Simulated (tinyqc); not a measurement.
Full spectrum, Debye and Einstein heat capacities: Born-von Karman spring model of a cubic crystal with one atom per cell. Computed by tinyqc, a small Python program. Command: `OMP_NUM_THREADS=1 python tinyqc.py 3009246 3009247 out.jsonl springs walk`. One thread of a shared host (Intel(R) Xeon(R) Processor @ 2.30GHz), about 0.1 s of CPU time with the checks.

First neighbours lie at a/2 (1,1,1) (8 of them), second at a (1,0,0) (6), with all permutations and signs; the volume per atom is Omega = a^3/2. Two shells of springs match a real metal only roughly, above all at the zone boundary.

Inputs (values chosen for the exercise, modelled on tantalum):
```
quantity                value           unit
lattice constant a        3.3       angstrom
atomic mass M          180.95              u
radial spring k1L        3.28  eV/angstrom^2
transverse spring k1T   -0.31  eV/angstrom^2
radial spring k2L         1.9  eV/angstrom^2
transverse spring k2T  -0.087  eV/angstrom^2
```

Lattice: bcc.

Constants: 1 eV/angstrom^3 = 160.2176634 GPa; u = 1.6605390666e-27 kg; hbar = 1.054571817e-34 J s; k_B = 1.380649e-23 J/K; nu for 1 eV/(angstrom^2 u) = 15.6333042 THz; h x 1 THz = 4.135667696 meV; k_B = 8.617333262e-05 eV/K.

Method:
- [ij,kl] = (1/(2 Omega)) sum_R K_ij R_k R_l; C11 = [xx,xx], C44 = [xx,yy], C12 = 2 [xy,xy] - C44; B = (C11 + 2 C12)/3; Zener ratio A = 2 C44/(C11 - C12). K(R) = kL n n^T + kT (1 - n n^T).
- rho = M/Omega and v = sqrt(C/rho), with C = C11, C44, C44 along [100]; (C11 + C12 + 2 C44)/2, C44, (C11 - C12)/2 along [110]; (C11 + 2 C12 + 4 C44)/3 and twice (C11 - C12 + C44)/3 along [111].
- Christoffel matrix G_xx = C11 n_x^2 + C44 (1 - n_x^2), G_xy = (C12 + C44) n_x n_y, with eigenvalues rho v^2; v_m^-3 is the mean of v^-3 over three branches and all directions (12 Gauss-Legendre points in cos(theta) times 24 angles phi = (j + 1/2) pi/12); q_D = (6 pi^2/Omega)^(1/3); Theta = hbar v_m q_D/k_B.
- A neighbour at R with unit vector n couples by the matrix K(R) = kL n n^T + kT (1 - n n^T), and D(q) = (1/M) sum_R K(R) [1 - cos(q.R)].
- An eigenvalue lambda of D in eV/(angstrom^2 u) gives nu = 15.6333042 THz x sqrt(lambda).
- Mesh: q = sum_i (m_i + 1/2)/n b_i, m_i = 0..n-1, with b = [[0, 1, 1], [1, 0, 1], [1, 1, 0]] in 2 pi/a; sums are averages over the n^3 points (here n = 14), per atom.
- With x = h nu/(k_B T) and n = 1/(exp(x) - 1) for each mode: F = k_B T [x/2 + ln(1 - exp(-x))], U = k_B T x (n + 1/2), S/k_B = x n - ln(1 - exp(-x)), C/k_B = x^2 n (n + 1).
- Debye: C = 9 k_B (T/Theta)^3 int_0^(Theta/T) x^4 e^x/(e^x - 1)^2 dx with the elastic Theta. Einstein: three modes at the root-mean-square frequency. The last column is the Theta that makes the Debye formula give the full C at that T.

elastic Debye temperature = 259.009 K

root-mean-square frequency = 3.7740 THz

Heat capacity (k_B/atom):
```
T (K)  full spectrum   Debye  Einstein  Theta from C (K)
31            0.5386  0.3708    0.2988            222.79
47            1.1759  0.9364    0.9859            226.00
65            1.7320  1.5160    1.6305            228.86
91            2.2185  2.0652    2.1787            231.00
130           2.5705  2.4797    2.5584            232.36
190           2.7858  2.7387    2.7828            233.12
260           2.8825  2.8563    2.8816            233.45
390           2.9468  2.9349    2.9467            233.66
```

What does the comparison show, and why?

The apparent Theta runs from 223 to 234 K against the elastic 259 K; at high T it tends to sqrt(5/3) h nu_rms/k_B = 234 K. At the lowest T the Debye value is 0.69 and the Einstein value 0.55 times the full one; dispersion bends the branches below the sound lines, so the real spectrum has more low modes than Debye assumes. At the highest T Debye misses by 0.41 % and Einstein by 0.0063 %.

Extremes, crossings and ranges named in words are read from the listed rows.
